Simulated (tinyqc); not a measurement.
What moves the results: six-band Luttinger-Kohn model with strain. A value that a table varies takes the place of the one given here.

Six-band Luttinger-Kohn model in the basis |3/2,3/2>, |3/2,1/2>, |3/2,-1/2>, |3/2,-3/2>, |1/2,1/2>, |1/2,-1/2>, electron energies, zero at the top of the unstrained valence band. H = -[rows: (P+Q, -S, R, 0, -S/r2, r2 R); (-S*, P-Q, 0, R, -r2 Q, r32 S); (R*, 0, P-Q, S, r32 S*, r2 Q); (0, R*, S*, P+Q, -r2 R*, -S*/r2); (-S*/r2, -r2 Q, r32 S, -r2 R, P+Dso, 0); (r2 R*, r32 S*, r2 Q, -S/r2, 0, P+Dso)], r2 = sqrt(2), r32 = sqrt(3/2). Levels are twofold.

P = c g1 k^2 - av tr(e); Q = c g2 (kx^2 + ky^2 - 2 kz^2) - (b/2)(exx + eyy - 2 ezz); R = c sqrt3 [-g2 (kx^2 - ky^2) + 2i g3 kx ky] + (sqrt3/2) b (exx - eyy) - i d exy; S = 2 c sqrt3 g3 (kx - i ky) kz - d (exz - i eyz); c = hbar^2/2m0, e the strain tensor (not engineering shear).

s11 = (C11 + C12)/((C11 - C12)(C11 + 2 C12)), s12 = -C12/((C11 - C12)(C11 + 2 C12)), s44 = 1/C44; exx = s11 sxx + s12 (syy + szz) and cyclic, exy = s44 sxy/2; tension is positive. A uniaxial stress X along the unit vector n is s_ij = X n_i n_j.

Constants: hbar^2/2m0 = 3.80998211 eV angstrom^2.

Inputs chosen for the exercise (near those of Si; the results hold for these values, not for the real material):

| symbol | value | unit | meaning |
|---|---|---|---|
| Dso | 0.045 | eV | spin-orbit splitting |
| g1 | 4.31 |  | Luttinger gamma1 |
| g2 | 0.34 |  | gamma2 |
| g3 | 1.44 |  | gamma3 |
| av | 2.5 | eV | valence hydrostatic potential |
| b | -2.05 | eV | tetragonal shear potential |
| d | -4.78 | eV | trigonal shear potential |
| C11 | 168.9 | GPa |  |
| C12 | 64.8 | GPa |  |
| C44 | 81.3 | GPa |  |
| load | uniaxial [110] |  | kind of stress |
| X1 | 0.8 | GPa | size of the stress |
| E_h | 40 | meV | hole energy below the top |
| X | 0.95 | GPa | stress |

## Sweep of a uniaxial [110] stress

Edges at k = 0 and curvature masses of the top pair along [100] and [001] (step 0.0002 1/angstrom); at zero stress the top is fourfold and has no single curvature.

Edges and masses:

| X (GPa) | top (eV) | second (eV) | third (eV) | splitting (meV) | m [100] | m [001] |
|---|---|---|---|---|---|---|
| -2.10 | 0.0450 | -0.0541 | -0.0887 | 99.2 | 0.216 | 0.274 |
| -1.40 | 0.0275 | -0.0362 | -0.0715 | 63.7 | 0.216 | 0.272 |
| -0.70 | 0.0114 | -0.0182 | -0.0558 | 29.6 | 0.217 | 0.268 |
| 0.00 | 0.0000 | 0.0000 | -0.0450 | 0.0 | - | - |
| 0.70 | 0.0183 | 0.0010 | -0.0467 | 17.3 | 0.246 | 0.209 |
| 1.40 | 0.0368 | 0.0129 | -0.0595 | 23.8 | 0.248 | 0.205 |
| 2.10 | 0.0553 | 0.0285 | -0.0760 | 26.9 | 0.251 | 0.201 |

The splitting reaches 99.2 meV under compression and 26.9 meV under the same tension; linear shear terms alone would make the two equal, and the difference comes from the coupling to the split-off band. At the ends of the sweep the top pair has a mass along [100] of 0.216 under compression and 0.251 under tension, so compression gives the lighter holes along [100]; along [001] it has 0.274 and 0.201. The top edge itself moves by +45 and +55 meV.

## Which stress helps holes along [110]

Each load has size X1 (biaxial: sxx = syy); masses are curvatures of the top pair at k = 0.

Results:

| load | splitting (meV) | top edge (meV) | m [110] | m [001] |
|---|---|---|---|---|
| uniaxial [110], compression | 34.3 | 13.5 | 0.121 | 0.269 |
| uniaxial [110], tension | 18.7 | 20.9 | 0.449 | 0.208 |
| uniaxial [100], compression | 38.8 | 16.3 | 0.217 | 0.269 |
| uniaxial [100], tension | 19.5 | 22.5 | 0.242 | 0.215 |
| uniaxial [111], compression | 32.9 | 12.6 | 0.148 | 0.232 |
| uniaxial [111], tension | 18.1 | 20.3 | 0.348 | 0.232 |
| biaxial (001), compression | 19.5 | 2.4 | 0.215 | 0.275 |
| biaxial (001), tension | 38.8 | 36.4 | 0.269 | 0.182 |

The lightest mass along [110] (0.121) comes with uniaxial [110], compression. The largest splitting (38.8 meV) comes with uniaxial [100], compression; biaxial (001), tension. The heaviest mass along [001] (0.275), which lowers the confinement energy in a (001) channel, comes with biaxial (001), compression. The splitting per GPa follows b (s11 - s12) for loads along cube axes and d s44 for [111]: here 2 |b| (s11 - s12) = 39.4 and |d| s44/sqrt3 = 33.9 meV per GPa in the limit of large Dso; where the splitting nears Dso, mixing with the split-off band makes it depend on the sign of the load.

## Warping of the constant-energy contours (six-band Luttinger-Kohn model)

No strain (e = 0). In the plane kz = 0, |k| where the top and second pairs lie E_h below the top, against the angle from [100]; m = c k^2/E_h.

Contours:

| angle (degrees) | k top (1/angstrom) | k second (1/angstrom) | m top (m0) | m second (m0) |
|---|---|---|---|---|
| 0 | 0.0538 | 0.0468 | 0.275 | 0.208 |
| 9 | 0.0568 | 0.0461 | 0.307 | 0.202 |
| 18 | 0.0655 | 0.0452 | 0.409 | 0.194 |
| 27 | 0.0830 | 0.0446 | 0.656 | 0.190 |
| 36 | 0.1154 | 0.0443 | 1.268 | 0.187 |
| 45 | 0.1442 | 0.0442 | 1.981 | 0.186 |

The heavy contour reaches 2.682 times as far along [110] as along [100], the light one 0.946 times. The warping follows g3 - g2 = 1.10 and would vanish for g2 = g3. Along [100] the heavy mass is 1/(g1 - 2 g2) = 0.275 at any energy, while the light one is 0.2083, against 1/(g1 + 2 g2) = 0.2004 at the edge, for E_h/Dso = 0.89.

## What each parameter does

Edges at k = 0 under a uniaxial [110] stress X and the curvature mass of the top pair along [100] (step 0.0002 1/angstrom). Each row changes one parameter from the base and keeps the others.

Results:

| case | top (eV) | second (eV) | third (eV) | mass (m0) |
|---|---|---|---|---|
| base | 0.0249 | 0.0045 | -0.0505 | 0.247 |
| g3 = 1.152 | 0.0249 | 0.0045 | -0.0505 | 0.247 |
| b = -1.64 eV | 0.0238 | 0.0042 | -0.0492 | 0.239 |
| C12 = 51.84 GPa | 0.0250 | 0.0052 | -0.0490 | 0.243 |
| C44 = 97.56 GPa | 0.0234 | 0.0032 | -0.0477 | 0.252 |
| av = 3 eV | 0.0265 | 0.0061 | -0.0489 | 0.247 |
| X = 0.76 GPa | 0.0199 | 0.0017 | -0.0475 | 0.246 |
| C11 = 135.12 GPa | 0.0308 | 0.0042 | -0.0530 | 0.260 |

The largest shifts from the base row, up to three for each result and ties (the steps differ in size, so this ranks the rows, not the parameters). top (eV): C11 +0.0059, X -0.0050, av +0.0016; unchanged at the printed digits by g3. second (eV): X -0.0028, av +0.0016, C44 -0.0013; unchanged at the printed digits by g3. third (eV): X +0.0030, C44 +0.0028, C11 -0.0025; unchanged at the printed digits by g3. mass (m0): C11 +0.013, b -0.007, C44 +0.005; unchanged at the printed digits by g3 and av. The Luttinger parameters multiply k^2 and cannot move the edges; av shifts all edges alike and leaves the mass.

(tinyqc, `OMP_NUM_THREADS=1 python tinyqc.py 1051268 1051269 out.jsonl`, Intel(R) Xeon(R) Processor @ 2.30GHz, 1 thread, shared host, about 0.03 s.)
